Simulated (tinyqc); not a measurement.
## Distribution of switching voltages from the rising branch

Problem. In a Preisach model that starts with all elements at -1, a rising voltage turns to +1 all elements whose up-switching voltage it has passed, and P = Ps (2 F - 1) with F their total weight; the last voltage saturates the film. Find Ps and the weight that switches in each interval, from 0 V up.

P on the way up (uC/cm^2): 0.4 V -23.468758, 0.8 V -10.069430, 1.2 V 7.485541, 1.6 V 21.094093, 2 V 27.375299, 2.4 V 29.000000

Answer. Each step of P divided by 2 Ps is the weight of that interval; the rising branch says nothing of the down-switching voltages.

Ps = 29.0 uC/cm^2
weights: 0.095  0.231  0.303  0.235  0.108  0.028

Program tinyqc, `OMP_NUM_THREADS=1 python tinyqc.py 2860113 2860114 out.jsonl`; Intel Xeon 2.30GHz, shared host, one thread, about 0.01 s.
